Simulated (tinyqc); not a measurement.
## Voltage drop against the pad pitch

A grid of 17 by 17 nodes with segments Rx (rows) and Ry (columns); every node draws I1 and the central node kh I1; pads with resistance Rp sit at the nodes whose row and column are multiples of the pitch, counting from 0. The drops u = Vdd - V follow from G u = i, with G the conductance matrix and i the load currents, solved directly.

Parameters, values chosen for the exercise:
- Vdd = 1 V (supply voltage)
- Rx = 1.3 ohm (resistance of a horizontal segment)
- Ry = 0.39 ohm (resistance of a vertical segment)
- Rp = 0.12 ohm (resistance from a pad node to the supply)
- kh = 5 (factor on the load at the hot node)
- I1 = 0.28 mA (load current of a node in the large grid)

Voltage drop against the pad pitch:

| pitch (nodes) | pads | worst drop (mV) | mean drop (mV) | largest drop at a pad (mV) | largest pad current (mA) | worst drop over Vdd (%) |
|---|---|---|---|---|---|---|
| 1 | 289 | 0.1136 | 0.03407 | 0.1136 | 0.9469 | 0.01136 |
| 2 | 81 | 0.3905 | 0.2533 | 0.2266 | 1.889 | 0.03905 |
| 4 | 25 | 1.654 | 1.218 | 0.6176 | 5.147 | 0.1654 |
| 8 | 9 | 6.413 | 5.214 | 1.864 | 15.53 | 0.6413 |
| 16 | 4 | 25.42 | 20.52 | 2.461 | 20.51 | 2.542 |

What does the comparison show?

The worst drop goes from 0.114 to 25.4 mV while the number of pads falls from 289 to 4; between the last two rows it goes as pitch^(1.99). The largest drop at a pad is 100 % of the worst drop in the first row and 9.68 % in the last; the rest falls along the wires.

tinyqc, about 0.1 s, one thread, Intel Xeon 2.30GHz (shared host): `OMP_NUM_THREADS=1 python tinyqc.py 2770157 2770158 out.jsonl`
